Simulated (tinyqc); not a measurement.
Reverse leakage of an n+-p junction: diffusion, generation, trap-assisted and band-to-band tunnelling: one step of the calculation.

One-sided abrupt junction in the depletion approximation, x from the junction (0) to W on the p side, field F = F0 (1 - x/W). Flat quasi-Fermi levels, long p side. Traps generate through SRH with both lifetimes shortened by 1 + Gamma (Hurkx enhancement, form for moderate fields); band-to-band generation is local and needs a total bending above Eg.

Problem. Current components. u = (Vbi + VR)(1 - x/W)^2, p = Na exp(-u/Vt), n = Nd exp((u - Vbi - VR)/Vt); G0 = ni^2 (1 - exp(-VR/Vt))/(tau (n + p + 2 ni cosh(Et/Vt))); Gamma = 2 sqrt(3 pi)(F/FG) exp((F/FG)^2); trap-assisted part G0 Gamma; G_bb = Ab F^2.5 exp(-Bb/F) with F in V/cm, zero unless Vbi + VR > Eg. 12 equal steps.

Each current is q times the trapezoid sum of its rate; J adds J_diff; J_bb under 1e-8 of the sum is given as 0.

Constants: q = 1.602176634e-19 C. Results are converted to the units shown.

```
point     x (nm)  G0 (cm^-3 s^-1)  G0 Gamma (cm^-3 s^-1)  G_bb (cm^-3 s^-1)
0        0.00000      5.5536585e6            1.1039530e8        8.0949422e6
1        9.03120     2.0036980e12           3.0536160e13          66107.126
2       18.06239     2.6059259e15           3.0668937e16          211.14153
3       27.09359     2.6347807e15           2.4077906e16         0.19336980
4       36.12478     2.6347814e15           1.8754663e16                 ~0
5       45.15598     2.6347399e15           1.4604992e16                 ~0
6       54.18717     2.5784913e15           1.1074425e16                 ~0
7       63.21837     2.4101302e14           7.9195663e14                 ~0
8       72.24956     1.7729808e12           4.3459971e12                 ~0
9       81.28076     3.6103721e10           6.2860962e10                 ~0
10      90.31196      2.2355646e9            2.4960616e9                 ~0
11      99.34315      4.2119706e8            2.2972147e8                 ~0
12     108.37435      2.4146339e8                      0                  0
```

J_diff = 2.7355631e-13 A/cm^2

Wanted: J_SRH; J_TAT; J_bb; J.

Solution.

J_SRH = 1.9293e-9 A/cm^2
J_TAT = 1.4471e-8 A/cm^2
J_bb = 0 A/cm^2
J = 1.6400e-8 A/cm^2

Range of the model: The n+ side is degenerate, so Vbi from Boltzmann statistics is only a guide.

Program tinyqc, `OMP_NUM_THREADS=1 python tinyqc.py 2290069 2290070 out.jsonl`; Intel Xeon 2.30GHz, shared host, one thread, about 0.01 s.

~0 in a residual or rate marks an entry under 1e-11 of the largest of its column.
